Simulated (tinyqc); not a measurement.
Plane-wave Kohn-Sham cycle with exchange-only LDA in a layered model solid, step by step. One step of it, computed by the program tinyqc.

Question. Iteration 2: potential. V_H(G) = 4 pi rho(G)/G^2 for G != 0 (uniform background); v_x = -(3 rho/pi)^(1/3); V = V_ext + V_H + v_x; Fourier components f(G_m) = (1/N) sum_j f(x_j) exp(-i G_m x_j).

A solid whose potential varies along x alone (atomic units):
```
parameter                      value
period a                   16.300000
cross-section of the cell  32.000000
electrons per cell                 2
grid points                       16
plane waves -n..n, n               2
k points                           2
V1 in V1 cos(2 pi x/a)     -0.390000
```

density after iteration 1 (e/bohr^3): 0.00495756  0.00471260  0.00417702  0.00371846  0.00350454  0.00345504  0.00345099  0.00345132  0.00345218  0.00345132  0.00345099  0.00345504  0.00350454  0.00371846  0.00417702  0.00471260

Give: Potentials on the grid; V(G_m), m = 0, 1, 2, ....

Answer.

Potentials on the grid (hartree):
```
x          V_ext      V_H      v_x        V
0.0000   -0.3900   0.0622  -0.1679  -0.4957
1.0188   -0.3603   0.0551  -0.1651  -0.4703
2.0375   -0.2758   0.0370  -0.1586  -0.3974
3.0562   -0.1492   0.0142  -0.1526  -0.2876
4.0750         0  -0.0073  -0.1496  -0.1569
5.0938    0.1492  -0.0247  -0.1489  -0.0243
6.1125    0.2758  -0.0372  -0.1488   0.0898
7.1312    0.3603  -0.0447  -0.1488   0.1668
8.1500    0.3900  -0.0472  -0.1488   0.1940
9.1687    0.3603  -0.0447  -0.1488   0.1668
10.1875   0.2758  -0.0372  -0.1488   0.0898
11.2063   0.1492  -0.0247  -0.1489  -0.0243
12.2250        0  -0.0073  -0.1496  -0.1569
13.2438  -0.1492   0.0142  -0.1526  -0.2876
14.2625  -0.2758   0.0370  -0.1586  -0.3974
15.2812  -0.3603   0.0551  -0.1651  -0.4703
```

V(G_m), m = 0, 1, 2, ... (hartree): -0.1538  -0.1723  0.0015  -0.0001  0.0000
